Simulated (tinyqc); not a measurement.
From results to parameters: Luttinger model of the valence bands. Computed by the program tinyqc.

Problem. In the four-band Luttinger model 1/m = g1 -/+ 2 g2 along [100] and g1 -/+ 2 g3 along [111]. Find g1, g2, g3 and the light hole mass along [111].

heavy and light hole masses along [100] (electron masses): 0.102775  0.064558
heavy hole mass along [111] = 0.389105 electron masses

Solution. The mean of the two inverse masses along [100] is g1 and a quarter of their difference is g2; g3 = (g1 - 1/m_hh[111])/2.

g1, g2, g3: 12.6100  1.4400  5.0200
light hole mass along [111] = 0.0442 electron masses
